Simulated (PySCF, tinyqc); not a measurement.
Coupled-perturbed Hartree-Fock on RHF in the sto-6g basis, for Be, spin multiplicity 1, step by step. The lowest restricted solution is unstable here: a spin-polarised one lies 0.0017 hartree lower (PySCF). Computed by tinyqc, a small Python program that keeps every step (integrals from PySCF). Settings: charge = 0, multiplicity = 1, basis = sto-6g, method = RHF, energy threshold = 1e-10, iteration cap = 52, orthogonalisation = symmetric, start = atomic densities, DIIS depth = 6. Command: `OMP_NUM_THREADS=1 python tinyqc.py 27247 27248 out.jsonl` (the two numbers bound the seeds that draw the settings). One thread of a shared host (Intel(R) Xeon(R) Processor @ 2.60GHz), about 0.1 s of CPU time with the checks. The early iterations of the SCF are left out here.

## One-electron integrals

Geometry (angstrom):
```
atom         x         y         z
Be    0.000000  0.000000  0.000000
```

Basis sto-6g: exponents (1/bohr^2) and contraction coefficients of normalised primitives:
```
element  l (shell)    exponent  coefficient
Be           s (1)  312.870494     0.009164
Be           s (1)   57.364463     0.049361
Be           s (1)   16.048509     0.168538
Be           s (1)    5.513096     0.370563
Be           s (1)    2.140897     0.416492
Be           s (1)    0.881739     0.130334
Be           s (2)   13.633247    -0.013253
Be           s (2)    2.698375    -0.046992
Be           s (2)    0.838653    -0.033785
Be           s (2)    0.322660     0.250242
Be           s (2)    0.140131     0.595117
Be           s (2)    0.064233     0.240706
Be           p (3)   13.633247     0.003760
Be           p (3)    2.698375     0.037679
Be           p (3)    0.838653     0.173897
Be           p (3)    0.322660     0.418036
Be           p (3)    0.140131     0.425860
Be           p (3)    0.064233     0.101708
```

Overlap, kinetic and nuclear-attraction integrals over the contracted functions; the nuclear repulsion is the sum of Za Zb / Rab.

nuclear repulsion = 0 hartree

overlap S, order 1Be 1s, 1Be 2s, 1Be 2px, 1Be 2py, 1Be 2pz:
$$\begin{pmatrix}
1.000000 & 0.254764 & 0.000000 & 0.000000 & 0.000000 \\
0.254764 & 1.000000 & 0.000000 & 0.000000 & 0.000000 \\
0.000000 & 0.000000 & 1.000000 & 0.000000 & 0.000000 \\
0.000000 & 0.000000 & 0.000000 & 1.000000 & 0.000000 \\
0.000000 & 0.000000 & 0.000000 & 0.000000 & 1.000000
\end{pmatrix}$$

kinetic energy T (hartree), order 1Be 1s, 1Be 2s, 1Be 2px, 1Be 2py, 1Be 2pz:
$$\begin{pmatrix}
6.768753 & -0.207382 & 0.000000 & 0.000000 & 0.000000 \\
-0.207382 & 0.220121 & 0.000000 & 0.000000 & 0.000000 \\
0.000000 & 0.000000 & 0.661265 & 0.000000 & 0.000000 \\
0.000000 & 0.000000 & 0.000000 & 0.661265 & 0.000000 \\
0.000000 & 0.000000 & 0.000000 & 0.000000 & 0.661265
\end{pmatrix}$$

nuclear attraction V (hartree), order 1Be 1s, 1Be 2s, 1Be 2px, 1Be 2py, 1Be 2pz:
$$\begin{pmatrix}
-14.714791 & -1.650733 & 0.000000 & 0.000000 & 0.000000 \\
-1.650733 & -2.300087 & 0.000000 & 0.000000 & 0.000000 \\
0.000000 & 0.000000 & -2.299985 & 0.000000 & 0.000000 \\
0.000000 & 0.000000 & 0.000000 & -2.299985 & 0.000000 \\
0.000000 & 0.000000 & 0.000000 & 0.000000 & -2.299985
\end{pmatrix}$$

core Hamiltonian H = T + V (hartree), order 1Be 1s, 1Be 2s, 1Be 2px, 1Be 2py, 1Be 2pz:
$$\begin{pmatrix}
-7.946038 & -1.858116 & 0.000000 & 0.000000 & 0.000000 \\
-1.858116 & -2.079966 & 0.000000 & 0.000000 & 0.000000 \\
0.000000 & 0.000000 & -1.638720 & 0.000000 & 0.000000 \\
0.000000 & 0.000000 & 0.000000 & -1.638720 & 0.000000 \\
0.000000 & 0.000000 & 0.000000 & 0.000000 & -1.638720
\end{pmatrix}$$

## Two-electron integrals

Functions are numbered as in S; the eight-fold symmetry (ij|kl) = (ji|kl) = (kl|ij) leaves the list below.

Two-electron integrals (ij|kl) in chemists' order, unique and non-zero (hartree):
```
(11|11) 2.299996   (21|11) 0.361879   (21|21) 0.071926   (22|11) 0.570332
(22|21) 0.139654   (22|22) 0.417773   (31|31) 0.015252   (32|31) 0.022555
(32|32) 0.092340   (33|11) 0.570332   (33|21) 0.139654   (33|22) 0.417773
(33|33) 0.450117   (41|41) 0.015252   (42|41) 0.022555   (42|42) 0.092340
(43|43) 0.024258   (44|11) 0.570332   (44|21) 0.139654   (44|22) 0.417773
(44|33) 0.401601   (44|44) 0.450117   (51|51) 0.015252   (52|51) 0.022555
(52|52) 0.092340   (53|53) 0.024258   (54|54) 0.024258   (55|11) 0.570332
(55|21) 0.139654   (55|22) 0.417773   (55|33) 0.401601   (55|44) 0.401601
(55|55) 0.450117
```

## Orthogonalisation

S = U s U^T; symmetric (Loewdin) form X = U s^(-1/2) U^T, so that X^T S X = 1.

eigenvalues of S: [0.745236, 1.000000, 1.000000, 1.000000, 1.254764]

X, order 1Be 1s, 1Be 2s, 1Be 2px, 1Be 2py, 1Be 2pz:
$$\begin{pmatrix}
1.025557 & -0.132829 & 0.000000 & 0.000000 & 0.000000 \\
-0.132829 & 1.025557 & 0.000000 & 0.000000 & 0.000000 \\
0.000000 & 0.000000 & 1.000000 & 0.000000 & 0.000000 \\
0.000000 & 0.000000 & 0.000000 & 1.000000 & 0.000000 \\
0.000000 & 0.000000 & 0.000000 & 0.000000 & 1.000000
\end{pmatrix}$$

## Iteration 3 (converged): orbitals

converged F (hartree), order 1Be 1s, 1Be 2s, 1Be 2px, 1Be 2py, 1Be 2pz:
$$\begin{pmatrix}
-4.540669 & -1.225174 & 0.000000 & 0.000000 & 0.000000 \\
-1.225174 & -0.566374 & 0.000000 & 0.000000 & 0.000000 \\
0.000000 & 0.000000 & 0.219697 & 0.000000 & 0.000000 \\
0.000000 & 0.000000 & 0.000000 & 0.219697 & 0.000000 \\
0.000000 & 0.000000 & 0.000000 & 0.000000 & 0.219697
\end{pmatrix}$$

Diagonalise F' = X^T F X, C = X C', fill 2 alpha and 2 beta electrons from the bottom; D = 2 C_occ C_occ^T. Each column has its largest component positive (the first on a tie).

F' = X^T F X (hartree):
$$\begin{pmatrix}
-4.451920 & -0.614513 & 0.000000 & 0.000000 & 0.000000 \\
-0.614513 & -0.342011 & 0.000000 & 0.000000 & 0.000000 \\
0.000000 & 0.000000 & 0.219697 & 0.000000 & 0.000000 \\
0.000000 & 0.000000 & 0.000000 & 0.219697 & 0.000000 \\
0.000000 & 0.000000 & 0.000000 & 0.000000 & 0.219697
\end{pmatrix}$$

orbital energies (hartree): MO1 -4.541835, MO2 -0.252096, MO3 0.219697, MO4 0.219697, MO5 0.219697

coefficients C, order 1Be 1s, 1Be 2s, 1Be 2px, 1Be 2py, 1Be 2pz:
$$\begin{pmatrix}
0.995521 & -0.279907 & 0.000000 & 0.000000 & 0.000000 \\
0.017048 & 1.033982 & 0.000000 & 0.000000 & 0.000000 \\
0.000000 & 0.000000 & 1.000000 & 0.000000 & 0.000000 \\
0.000000 & 0.000000 & 0.000000 & 1.000000 & 0.000000 \\
0.000000 & 0.000000 & 0.000000 & 0.000000 & 1.000000
\end{pmatrix}$$

D after iteration 3, order 1Be 1s, 1Be 2s, 1Be 2px, 1Be 2py, 1Be 2pz:
$$\begin{pmatrix}
2.138820 & -0.544895 & 0.000000 & 0.000000 & 0.000000 \\
-0.544895 & 2.138820 & 0.000000 & 0.000000 & 0.000000 \\
0.000000 & 0.000000 & 0.000000 & 0.000000 & 0.000000 \\
0.000000 & 0.000000 & 0.000000 & 0.000000 & 0.000000 \\
0.000000 & 0.000000 & 0.000000 & 0.000000 & 0.000000
\end{pmatrix}$$

Within a degenerate level the vectors are fixed only up to a rotation; this is one choice.

## Convergence

Stop when the energy changes by less than 1e-10 hartree and every element of the error matrix X^T (F D S - S D F) X is below 3e-06.

Course of the cycle:
```
iteration   E (hartree)    change  largest element of the error matrix
1          -14.59628301         -                             1.48e-02
2          -14.50336112  9.29e-02                             1.75e-15
3          -14.50336112  1.78e-15                             1.81e-15
```

PySCF RHF in the same basis = -14.50336112 hartree

Converged in 3 iterations.

## Integrals over molecular orbitals

(pq|rs) = sum C_ip C_jq C_kr C_ls (ij|kl), one index at a time.

one-electron integrals over orbitals h = C^T H C (hartree):
$$\begin{pmatrix}
-7.938690 & 0.273738 & 0.000000 & 0.000000 & 0.000000 \\
0.273738 & -1.770740 & 0.000000 & 0.000000 & 0.000000 \\
0.000000 & 0.000000 & -1.638720 & 0.000000 & 0.000000 \\
0.000000 & 0.000000 & 0.000000 & -1.638720 & 0.000000 \\
0.000000 & 0.000000 & 0.000000 & 0.000000 & -1.638720
\end{pmatrix}$$

Two-electron integrals over orbitals (pq|rs), unique and non-zero (hartree):
```
(11|11) 2.283826    (21|11) -0.258589   (21|21) 0.047031    (22|11) 0.580031
(22|21) -0.015149   (22|22) 0.405613    (31|31) 0.015908    (32|31) 0.020487
(32|32) 0.086861    (33|11) 0.570096    (33|21) -0.008475   (33|22) 0.410497
(33|33) 0.450117    (41|41) 0.015908    (42|41) 0.020487    (42|42) 0.086861
(43|43) 0.024258    (44|11) 0.570096    (44|21) -0.008475   (44|22) 0.410497
(44|33) 0.401601    (44|44) 0.450117    (51|51) 0.015908    (52|51) 0.020487
(52|52) 0.086861    (53|53) 0.024258    (54|54) 0.024258    (55|11) 0.570096
(55|21) -0.008475   (55|22) 0.410497    (55|33) 0.401601    (55|44) 0.401601
(55|55) 0.450117
```

## Response to a field: uncoupled start

dipole integrals <a|z|i> (bohr), order a3, a4, a5:
$$\begin{pmatrix}
0.000000 & 0.000000 \\
0.000000 & 0.000000 \\
0.142410 & 1.263733
\end{pmatrix}$$

Field along z; U_ai = -mu_ai / (e_a - e_i), alpha = -4 sum U_ai mu_ai.

uncoupled U, order a3, a4, a5:
$$\begin{pmatrix}
0.000000 & 0.000000 \\
0.000000 & 0.000000 \\
-0.029909 & -2.678574
\end{pmatrix}$$

uncoupled polarisability = 13.557052 bohr^3

## Coupled step 1

U_ai = -(mu_ai + sum_bj [4 (ai|bj) - (ab|ij) - (aj|bi)] U_bj) / (e_a - e_i); alpha = -4 sum U_ai mu_ai.

U after step 1, order a3, a4, a5:
$$\begin{pmatrix}
0.000000 & 0.000000 \\
0.000000 & 0.000000 \\
0.006152 & -3.525259
\end{pmatrix}$$

polarisability = 17.816445 bohr^3

## Coupled step 2

As before.

U after step 2, order a3, a4, a5:
$$\begin{pmatrix}
0.000000 & 0.000000 \\
0.000000 & 0.000000 \\
0.022544 & -3.799638
\end{pmatrix}$$

polarisability = 19.194078 bohr^3

## Coupled polarisability

Repeat until U stops changing; compare with -d2E/dF2.

Course of the coupled iterations:
```
step  alpha (bohr^3)
0          13.557052
1          17.816445
2          19.194078
3          19.643752
4          19.790943
5          19.839165
6          19.854967
7          19.860146
8          19.861844
9          19.862400
10         19.862582
11         19.862642
12         19.862661
13         19.862668
14         19.862670
15         19.862671
16         19.862671
17         19.862671
18         19.862671
```

coupled polarisability = 19.862671 bohr^3

finite-field check, fields of +/-0.001 au = 19.862513 bohr^3
